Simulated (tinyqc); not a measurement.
# MOSFET with velocity saturation and source resistance: effect of the gate voltage

Strong inversion, charge Q = Cox (Vg - m V) at channel potential V with Vg the gate overdrive, and drift velocity v = mu E/(1 + mu E/vsat). Integrating along the channel gives I = mu Cox (1/L)(Vg Vd - m Vd^2/2)/(1 + Vd/Vc) per width, Vc = vsat L/mu, which peaks at Vdsat. Units: I in uA/um, Rs in ohm um, so the drop over Rs is 1e-6 I Rs volts.

Vg = Vgs - I Rs - VT (0 if negative), mu = mu0/(1 + th Vg), Vc = vsat L/mu, x = sqrt(1 + 2 Vg/(m Vc)), Vdsat = 2 Vg/(m (1 + x)), Isat = Cox vsat Vg (x - 1)/(x + 1) per width. I = Isat is solved self-consistently; gm = dI/dVgs; Vdsat is the intrinsic value. The velocity at the source is I/(Cox Vg).

Inputs (values chosen for the exercise): gate capacitance Cox = 0.86 uF/cm^2; mobility at low gate voltage mu0 = 420 cm^2/(V s); mobility degradation th = 0.4 1/V; saturation velocity vsat = 9.8e6 cm/s; body factor m = 1.27; threshold VT = 0.4 V; channel length L = 0.05 um; source resistance Rs = 100 ohm um.

Effect of the gate voltage:

| Vgs (V) | Vc (V) | Vdsat (V) | Isat (uA/um) | gm (uS/um) | velocity at the source/vsat |
|---|---|---|---|---|---|
| 0.55 | 0.12352 | 0.085799 | 31.896 | 327.28 | 0.25778 |
| 0.81 | 0.13517 | 0.18523 | 135.84 | 446.58 | 0.40659 |
| 1.08 | 0.14717 | 0.26896 | 263.05 | 489.98 | 0.47747 |
| 1.34 | 0.15870 | 0.34158 | 393.46 | 511.20 | 0.51835 |
| 1.61 | 0.17064 | 0.41241 | 533.41 | 524.42 | 0.54718 |
| 1.87 | 0.18214 | 0.47784 | 670.91 | 532.79 | 0.56743 |
| 2.14 | 0.19406 | 0.54383 | 815.63 | 538.87 | 0.58354 |
| 2.4 | 0.20554 | 0.60604 | 956.33 | 543.17 | 0.59584 |

What does the table show?

As Vgs goes from 0.55 to 2.4 V, Isat rises from 31.9 to 956 uA/um, Vdsat rises from 0.0858 to 0.606 V and gm rises from 327 to 543 uS/um; the velocity at the source goes from 0.26 to 0.60 of vsat. Against the overdrive Vgs - VT the current goes with exponent 1.44 at the start and 1.14 at the end (2 for the square law). With vsat made a thousand times larger the last exponent would be 1.44, which is what th and Rs alone leave. In every row the channel is so short that velocity overshoot and near-ballistic transport, left out here, matter.

Computed by the program tinyqc: `OMP_NUM_THREADS=1 python tinyqc.py 2500027 2500028 out.jsonl`, one thread of a shared Intel Xeon 2.30GHz, about 0.01 s for the whole run.
